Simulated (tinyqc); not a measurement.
Front-illuminated p-i-n photodiode, quantum efficiency and bandwidth: two steps of the calculation.

Light enters through a p layer (0 to xp), a depleted layer (xp to xp + wi) and a thick n substrate, decaying as exp(-al x); one pass, no back reflection. Carriers made in the depleted layer are all collected; those in the neutral layers diffuse.

Values chosen for this exercise; values close to those of 4H silicon carbide at this wavelength: wavelength lam = 280 nm; absorption coefficient al = 15200 1/cm; reflectance of the front face Rf = 0.02; relative permittivity eps_r = 9.37; thickness of the front p layer xp = 0.32 um; thickness of the depleted layer wi = 1.1 um; electron diffusion coefficient in the p layer Dn = 6.8 cm^2/s; electron diffusion length in the p layer Ln = 2.7 um; recombination velocity of the front surface S = 100 cm/s; hole diffusion length in the thick n substrate Lp = 31 um; electron drift velocity ve = 2.06e7 cm/s; hole drift velocity vh = 1.37e7 cm/s; diameter dia = 79 um; load resistance RL = 50 ohm; parasitic capacitance Cp = 50 fF; modulation frequency f = 91 GHz.

Constants: q = 1.602176634e-19 C, h = 6.62607015e-34 J s, c = 299792458 m/s, eps0 = 8.8541878128e-14 F/cm where lengths are in cm. Results are converted to the units shown.

Task 1. Quantum efficiency. k = al Ln, s = S Ln/Dn, e = exp(-al xp); front layer f1 = (k/(k^2 - 1)) {[s + k - e (s cosh(xp/Ln) + sinh(xp/Ln))]/[s sinh(xp/Ln) + cosh(xp/Ln)] - k e}; depleted layer f2 = e (1 - exp(-al wi)); substrate f3 = e exp(-al wi) al Lp/(1 + al Lp); external efficiency (1 - Rf)(f1 + f2 + f3); responsivity = efficiency q lam/(h c).

Find: s; f1; f2; f3; external efficiency; responsivity.

Result 1.

s = 0.0039706
f1 = 0.38317
f2 = 0.49933
f3 = 0.11311
external efficiency = 0.97569
responsivity = 0.22035 A/W

The front layer absorbs 38.5 % of the light that enters and collects 99.5 % of that. Diffusion from the neutral layers makes up 49.8 % of the current.

Task 2. Response at one frequency. Drift response for pairs made in the depleted layer, a = al wi, g = 1 - exp(-a), u = 2 pi i f, te = wi/ve, th = wi/vh: electrons He = [g - a (exp(-a) - exp(-u te))/(u te - a)]/(u te g), holes Hh = [g - a (1 - exp(-a - u th))/(a + u th)]/(u th g); C = eps0 eps_r pi (dia/2)^2/wi + Cp; total |He + Hh|/sqrt(1 + (2 pi f RL C)^2), for the current of the depleted layer alone.

Find: te; th; He; Hh; |He + Hh|; C; total response.

Result 2.

te = 5.340 ps
th = 8.029 ps
He = 0.2094-0.4227i
Hh = 0.0941-0.2018i
|He + Hh| = 0.6943
C = 419.7 fF
total response = 0.05767

The drift response alone falls to 1/sqrt(2) at 88.7 GHz and the RC term alone at 7.58 GHz; together they give 7.55 GHz for this part of the current; the diffusion currents, left out, respond on their own time scales.

tinyqc, about 0.01 s, one thread, Intel Xeon 2.30GHz (shared host): `OMP_NUM_THREADS=1 python tinyqc.py 2250133 2250134 out.jsonl`
